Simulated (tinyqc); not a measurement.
Grain-boundary trapping model (Seto) of a polycrystalline semiconductor film: one step, computed by the program tinyqc. Command: `OMP_NUM_THREADS=1 python tinyqc.py 3016146 3016147 out.jsonl poly walk`. One thread of a shared host (Intel(R) Xeon(R) Processor @ 2.30GHz), about 0.01 s of CPU time with the checks.

Grains of equal size L are joined by thin boundaries with one trap level. Trapped carriers deplete a width W on each side and raise a barrier, crossed by thermionic emission. Dopants are fully ionised, statistics are non-degenerate and mu_g does not depend on T.

Task: Resistivity and effective mobility. Boundary: sigma_b = L e^2 n_0 exp(-e V_B/k_B T)/sqrt(2 pi m k_B T); drift through the grain, depleted parts included: rho_g = [(1 - 2W/L) + (2W/L) int_0^1 exp(y^2 s^2) ds]/(e n_0 mu_g); rho = 1/sigma_b + rho_g. Mean carrier density n_av = n_0 [(1 - 2W/L) + (2W/L) (sqrt(pi)/2) erf(y)/y], y = sqrt(e V_B/k_B T); effective mobility 1/(e n_av rho).

Inputs (values chosen for the exercise, modelled on polycrystalline SiGe):

| quantity | value | unit |
|---|---|---|
| effective mass m | 0.3 | m_0 |
| grain size L | 29 | nm |
| doping N | 1.5e+18 | 1/cm^3 |
| mobility inside the grains mu_g | 180 | cm^2/(V s) |
| temperature T | 250 | K |

Grain interior: resistance included.

depletion width W = 1.866667 nm

barrier V_B = 0.003502859 V

E_F = -0.04371364 eV

centre density n_0 = 1.50e+18 1/cm^3

Constants: k_B = 8.617333262e-05 eV/K; m_0 = 9.1093837015e-31 kg; k_B = 1.380649e-23 J/K; e = 1.602176634e-19 C.

Give: boundary resistivity; drift resistivity rho_g; resistivity rho; mean carrier density; effective mobility.

Result:

boundary resistivity = 0.008112 ohm cm

drift resistivity rho_g = 0.02329 ohm cm

resistivity rho = 0.03140 ohm cm

mean carrier density = 1.490e+18 1/cm^3

effective mobility = 133.4 cm^2/(V s)

A single crystal with the same N and mu_g would have 0.0231 ohm cm, a factor 1.36 lower. Caution: e V_B is below 2 k_B T, where the depletion approximation fails and the mean density does not balance the trapped charge.
